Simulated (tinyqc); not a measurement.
## Esaki diode in forward bias, two-band WKB: effect of temperature

Abrupt p-n junction, depletion approximation. Energies E are counted from the conduction-band edge of the neutral n side; its Fermi level lies at dn, that of the p side at dn - V, and the valence-band edge of the neutral p side at Em = dn + dp - V. Tunnelling needs 0 < E < Em. Two-band dispersion with equal masses m: inside the gap kappa = sqrt(m u (1 - u/Eg)/C), u the distance from a band edge, C = hbar^2/(2 m0).

Nc and Nv are given at 350 K and scale as (T/350 K)^1.5; Eg, m and eps_r are held. Nd = Nc F12(dn/Vt), Na = Nv F12(dp/Vt), F12(x) = (2/sqrt(pi)) int_0^infinity sqrt(u)/(1 + exp(u - x)) du; dn = EF - Ec on the n side, dp = Ev - EF on the p side (negative outside the bands); Vbi = Eg + dn + dp. W = sqrt(2 eps0 eps_r (Vbi - V)(1/Na + 1/Nd)/q), mean field F = (Vbi - V)/W, peak field 2 F. In a uniform field F the exponent is S = pi sqrt(m/C) Eg^1.5/(4 F). Transverse energy Et = C kt^2/m raises it to S (1 + 4 Et/Eg), so T = exp(-S) exp(-Et/Eb) with Eb = Eg/(4 S). KJ = (2 q^2/h) m/(4 pi C) (times 1e14 for A/cm^2 per eV^2). J = KJ exp(-S) Eb times the integral from 0 to Em of [f(E - dn) - f(E - dn + V)] [1 - exp(-min(E, Em - E)/Eb)] dE, f(x) = 1/(1 + exp(x/Vt)), with S and Eb from the mean field; J > 0 flows from p to n.

Inputs (values chosen for the exercise); band and dielectric values close to those of germanium:

| symbol | value | unit | meaning |
|---|---|---|---|
| Eg | 0.663 | eV | band gap |
| eps_r | 16.1 |  | relative permittivity |
| Nc | 1.31e19 | cm^-3 | conduction-band density of states at 350 K |
| Nv | 7.59e18 | cm^-3 | valence-band density of states at 350 K |
| m | 0.042 | m0 | band-edge mass of the two-band model |
| Na | 8e19 | cm^-3 | acceptor density |
| Nd | 1.1e19 | cm^-3 | donor density |
| V | 0.086 | V | bias of the p side |

Constants: q = 1.602176634e-19 C, kB = 1.380649e-23 J/K, hbar = 1.054571817e-34 J s, h = 6.62607015e-34 J s, m0 = 9.1093837015e-31 kg, Vt = kB T/q, eps0 = 8.8541878128e-14 F/cm where lengths are in cm, hbar^2/(2 m0) = 0.0380998212 eV nm^2. Results are converted to the units shown.

Result of one run:

| T (K) | Vbi (V) | mean field (MV/cm) | S | J (A/cm^2) |
|---|---|---|---|---|
| 200 | 0.8599 | 0.6485 | 6.865 | 237.3 |

What becomes of these results when the temperature T is changed from 200 to 400 K, all else the same?

Result of the changed run:

| T (K) | Vbi (V) | mean field (MV/cm) | S | J (A/cm^2) |
|---|---|---|---|---|
| 400 | 0.8277 | 0.6349 | 7.012 | 119.7 |

The whole series:

| T (K) | Vbi (V) | mean field (MV/cm) | S | J (A/cm^2) |
|---|---|---|---|---|
| 50 | 0.8702 | 0.6528 | 6.819 | 262.3 |
| 100 | 0.8683 | 0.6520 | 6.828 | 259.8 |
| 150 | 0.8648 | 0.6506 | 6.843 | 252.5 |
| 200 | 0.8599 | 0.6485 | 6.865 | 237.3 |
| 300 | 0.8460 | 0.6427 | 6.927 | 185.2 |
| 400 | 0.8277 | 0.6349 | 7.012 | 119.7 |

Vbi falls from 0.870 to 0.828 V, S rises from 6.82 to 7.01, and |J| falls from 262 to 120 A/cm^2, a spread of a factor 2.19. That is small against a thermally activated current. The shrinking of the gap with temperature, left out here, would raise J.

Range of the model: The two-band model describes a direct gap; phonon-assisted tunnelling across an indirect gap is left out. Parabolic densities of states, no band tails and no gap narrowing, all of which matter at such doping.

tinyqc, about 0.01 s, one thread, Intel Xeon 2.30GHz (shared host): `OMP_NUM_THREADS=1 python tinyqc.py 2620008 2620009 out.jsonl`
